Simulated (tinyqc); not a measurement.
Extrapolating accelerated tests: lateral field, substrate current, probability of reaching the oxide barrier and hot-carrier lifetime of a silicon transistor (pseudo-two-dimensional and lucky-electron models). Computed by tinyqc, a small Python program. Command: `OMP_NUM_THREADS=1 python tinyqc.py 3000991 3000992 out.jsonl hotcar walk`. One thread of a shared host (Intel(R) Xeon(R) Processor @ 2.30GHz), about 0.01 s of CPU time with the checks.

Local-field models: a lucky carrier gains its energy at the peak field over a path free of collisions. Voltages are magnitudes.

Inputs (values chosen for the exercise, modelled on a silicon p-channel):
```
quantity                                value                      unit
channel length L                         1300                        nm
oxide thickness t                          23                        nm
junction depth x_j                        390                        nm
mobility mu                                98                cm^2/(V s)
saturation velocity v_s                  0.68                  1e7 cm/s
threshold voltage V_T                    0.48                         V
gate voltage V_G                           14                         V
drain voltage V_D                          20                         V
ionisation prefactor A_i              8.5e+06                      1/cm
ionisation field B_i                     3.84                     MV/cm
hot-carrier mean free path lambda         4.7                        nm
oxide barrier phi_b                       4.6                        eV
interface-trap threshold phi_it           4.7                        eV
lifetime constant H                       500  s microampere/micrometre
length of the depleted extension L_n      170                        nm
```

Drain: lightly doped extension.

Constants: eps_0 = 8.8541878128e-12 F/m.

Method:
- C_ox = 3.9 eps_0/t; F_sat = 2 v_s/mu; V_Dsat = V_ov F_sat L/(V_ov + F_sat L), V_ov = V_G - V_T; I_D/W = C_ox v_s (V_ov - V_Dsat).
- Scale length l = 0.22 t^(1/3) x_j^(1/2) (all in cm); F_m = sqrt(((V_D - V_Dsat)/l_e)^2 + F_sat^2), with l_e = l + L_n; length of the velocity-saturated region l_e ln((V_D - V_Dsat)/(l_e F_sat) + F_m/F_sat).
- Substrate current I_sub/I_D = (A_i/B_i)(V_D - V_Dsat) exp(-B_i/F_m); probability of reaching the oxide barrier exp(-phi_b/(e lambda F_m)); lifetime tau = (H/(I_D/W)) exp(phi_it/(e lambda F_m)).
- V_10 solves tau = 3.156e8 s at the given V_G. The extrapolation fits ln(tau) against 1/V_D at 1, 1.08, 1.16 and 1.25 times the given V_D (rounded to 3 digits) by least squares and reads off the same tau.

V_Dsat = 7.72831 V

Stress points:
```
V_D (V)  1/V_D (1/V)     tau (s)
20.0        0.050000  3.0400e+11
21.6        0.046296  2.0182e+10
23.2        0.043103  2.1564e+09
25.0        0.040000  2.6893e+08
```

ten-year drain voltage V_10 = 24.849 V

V_10 from the 1/V_D extrapolation = 24.812 V

What follows from these numbers?

The extrapolation is 37 mV below the true value.

Extremes, crossings and ranges named in words are read from the listed rows.
